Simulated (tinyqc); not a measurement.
Vacuum evaporation: vapour pressure, source flux, thickness distribution, purity and step coverage: one step, computed by the program tinyqc.

Molecular flow, unit sticking of the metal, no re-evaporation. The background gas is taken as water vapour (18.015 g/mol, collision diameter 0.37 nm) at 300 K.

Task: Rate and uniformity on a fixed wafer above the source. A small source emits (n + 1) Phi area cos^n(phi)/(2 pi) per solid angle; on a parallel plane at height h and lateral distance l the arrival rate is (n + 1) Phi area/(2 pi h^2) x (1 + (l/h)^2)^(-(n + 3)/2). Growth rate = arrival rate x m/rho, m = M u. The wafer is fixed and centred above the source.

Inputs (values chosen for the exercise, modelled on germanium, with constants for the liquid): molar mass M = 72.63 g/mol; film density rho = 5.32 g/cm^3; source temperature T = 1540 K; source area = 6.6 cm^2; directionality n = 3; source-to-wafer distance h = 62 cm; wafer radius R = 10 cm.

flux Phi = 1.569554e+17 1/(cm^2 s)

Constants: u = 1.6605390666e-27 kg.

Give: arrival rate at the centre; growth rate at the centre; edge over centre; non-uniformity (max - min)/(max + min); share of the material that lands on the wafer, 1 - (1 + (R/h)^2)^(-(n + 1)/2).

Result:

arrival rate at the centre = 1.7156e+14 1/(cm^2 s)

growth rate at the centre = 0.038893 nm/s

edge over centre = 0.92585

non-uniformity (max - min)/(max + min) = 3.8504 %

share of the material that lands on the wafer, 1 - (1 + (R/h)^2)^(-(n + 1)/2) = 5.0067 %
